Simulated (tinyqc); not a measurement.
Expansion against temperature: quasi-harmonic thermal expansion with mode Grueneisen parameters. Computed by tinyqc, a small Python program. Command: `OMP_NUM_THREADS=1 python tinyqc.py 3022678 3022679 out.jsonl qha walk`. One thread of a shared host (Intel(R) Xeon(R) Processor @ 2.30GHz), about 0.03 s of CPU time with the checks.

A crystal with two atoms a cell; per atom there are 1 transverse acoustic (TA), 1/2 longitudinal acoustic (LA) and 3/2 optical (O) modes. Every frequency of group i scales as nu_i (V/V0)^(-gamma_i). Each group has one frequency. Static energy: E = (9 V0 B0/16) [y^3 B' + y^2 (2 - 4 y)], y = (V0/V)^(2/3) - 1, with pressure P_s = (3 B0/2) (z^7 - z^5) [1 + (3/4)(B' - 4)(z^2 - 1)], z = (V0/V)^(1/3).

Inputs (values chosen for the exercise, modelled on magnesium oxide):
```
quantity                       value             unit
static volume V0                9.34  angstrom^3/atom
static bulk modulus B0           165              GPa
static B'                       3.95                -
frequency nu_TA                 8.32              THz
frequency nu_LA                 13.6              THz
frequency nu_O                  14.9              THz
Grueneisen parameter gamma_TA    1.2                -
Grueneisen parameter gamma_LA    1.5                -
Grueneisen parameter gamma_O     1.8                -
```

Acoustic groups: Einstein.

Constants: h x 1 THz = 4.135667696 meV; k_B = 8.617333262e-05 eV/K; 1 eV/angstrom^3 = 160.2176634 GPa.

Method:
- For a mode with x = h nu/(k_B T), n = 1/(exp(x) - 1): U = h nu (n + 1/2), C/k_B = x^2 n (n + 1); U_i and C_i sum these over group i with its weight per atom.
- Phonon pressure P_ph = sum_i gamma_i U_i/V.
- B_T = -V d(P_s + P_ph)/dV at fixed T (central difference, step 1e-4 V); alpha_V = sum gamma_i C_i k_B/(B_T V), all at V(T); the linear coefficient is alpha_L = alpha_V/3.
- V(T) solves P_s + P_ph = 0. The Grueneisen estimate uses C_i, V0 and B0 at the static volume; gamma_th = sum gamma_i C_i / sum C_i is taken at V(T).

Quasi-harmonic results:
```
T (K)  V/V0 - 1 (%)  B_T (GPa)  alpha_L (ppm/K)  alpha_L, Grueneisen estimate  gamma_th
20           1.2959     162.25            0.000                         0.000    1.2000
40           1.2959     162.25            0.019                         0.017    1.2022
70           1.2976     162.23            0.473                         0.439    1.2432
100          1.3068     162.12            1.656                         1.558    1.3220
150          1.3524     161.64            4.400                         4.195    1.4224
220          1.4839     160.55            7.741                         7.444    1.4859
300          1.7044     159.05           10.134                         9.756    1.5149
450          2.2275     156.06           12.346                        11.803    1.5345
700          3.2441     151.05           13.817                        12.969    1.5438
1000         4.5794     145.09           14.669                        13.426    1.5471
```

What follows from these numbers?

alpha_L is positive throughout. gamma_th moves from 1.20, near gamma_TA = 1.2, to 1.55, near the average over all modes, 1.55, as the stiffer groups take up their share of C. B_T changes by -10.6 % over the table, and at the highest T the estimate at fixed V0 and B0 is off by -8.5 %. Rows with a volume change above 4 % are beyond the safe range of the quasi-harmonic model. In the coldest rows alpha_L is far too small in size, since one frequency a group leaves out the long acoustic waves.

Extremes, crossings and ranges named in words are read from the listed rows.
